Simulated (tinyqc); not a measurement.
## Segment and feed resistance from two drops

Inverse problem. A rail is fed at one end through Rq; K loads of Ij follow, each after a segment Rs. The drop at load j is K Ij Rq + Rs Ij sum_(l=1..j) (K - l + 1). Find Rs, Rq and the worst drop, at the middle, if the rail were fed through Rq at both ends: K Ij Rq/2 + Rs Ij K^2/8 with the load taken as continuous.

Values chosen for this exercise: number of equal loads K = 20; current of each load Ij = 0.98 mA.

drops at the first and at the last load (mV): [5.488, 35.28]

Answer. The difference of the two drops is Rs Ij K (K - 1)/2, which gives Rs; the first drop then gives Rq.

Rs = 0.1600 ohm
Rq = 0.1200 ohm
drop at the middle with two feeds = 9.016 mV

Computed by the program tinyqc: `OMP_NUM_THREADS=1 python tinyqc.py 2770137 2770138 out.jsonl`, one thread of a shared Intel Xeon 2.30GHz, about 0.1 s for the whole run.
